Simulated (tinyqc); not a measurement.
Rapid thermal processing of a wafer: radiative balance, ramp and cooling, pattern effects, pyrometer error and spike budget: one step, computed by the program tinyqc. Command: `OMP_NUM_THREADS=1 python tinyqc.py 3110694 3110695 out.jsonl rtp walk`. One thread of a shared host (Intel(R) Xeon(R) Processor @ 2.30GHz), about 0.04 s of CPU time with the checks.

The wafer is opaque and uniform through its thickness unless said otherwise; temperatures in formulas are in kelvin (C + 273.15). sigma = 5.670374419e-12 W/(cm^2 K^4).

Problem. Pyrometer error. Signal proportional to eps/(exp(c2/(lambda T)) - 1), c2 = h c/k_B. If the assumed emissivity is too high by the given error, the reading T' solves (1 + error)/(exp(c2/(lambda T')) - 1) = 1/(exp(c2/(lambda T)) - 1). Wien estimate: T' - T = -lambda T^2 ln(1 + error)/c2. Process rates go as exp(-E_a/(k_B T)).

Inputs (values chosen for the exercise, modelled on a hot silicon wafer):

| quantity | value | unit |
|---|---|---|
| process temperature | 1070 | C |
| starting temperature | 450 | C |
| pyrometer wavelength | 3.8 | micrometre |
| error of the assumed emissivity | 9.6 | % |
| activation energy of the process E_a | 2.7 | eV |

Constants: h = 6.62607015e-34 J s; c = 299792458 m/s; k_B = 1.380649e-23 J/K; k_B = 8.617333262e-05 eV/K.

Give: c2; c2/(lambda T); reading less true temperature; Wien estimate; rate at T over rate at T', less 1.

Solution.

c2 = 14388 micrometre K

c2/(lambda T) = 2.819

reading less true temperature = -39.96 K

Wien estimate = -43.68 K

rate at T over rate at T', less 1 = 104.5 %

Caution: below about 600 C lightly doped silicon is partly transparent at this wavelength, so its emissivity is not yet the hot value early in the ramp.
